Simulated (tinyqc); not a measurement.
From results back to parameters: two electrons on one impurity (helium-like model). Four cases, with inputs chosen for the exercise.

Problem. With equal orbitals the first electron is bound by Ha* Z^2/2 and the second by Ha* [(Z - 5/16)^2 - Z^2/2]. Both were computed from hidden Z and Ha*.

Case 1.

binding of the first and second electron (meV): 121.9470  51.6846

Case 2.

binding of the first and second electron (meV): 65.7178  16.6576

Case 3.

binding of the first and second electron (meV): 38.7420  21.8439

Case 4.

binding of the first and second electron (meV): 203.4337  86.2209

Find: (Z - 5/16)/Z; Z; Ha*.

Solution. The sum of the two over twice the first is ((Z - 5/16)/Z)^2.

Case 1.

(Z - 5/16)/Z = 0.8438
Z = 2.00
Ha* = 61.0 meV

Case 2.

(Z - 5/16)/Z = 0.7917
Z = 1.50
Ha* = 58.4 meV

Case 3.

(Z - 5/16)/Z = 0.8843
Z = 2.70
Ha* = 10.6 meV

Case 4.

(Z - 5/16)/Z = 0.8438
Z = 2.00
Ha* = 101.7 meV

Computed by tinyqc, one run a case: `OMP_NUM_THREADS=1 python tinyqc.py N N+1 out.jsonl` with N = 1280672, 1280780, 1281056, 1281086; one thread of a shared Intel(R) Xeon(R) Processor @ 2.30GHz, about 0.05 s a run at most.
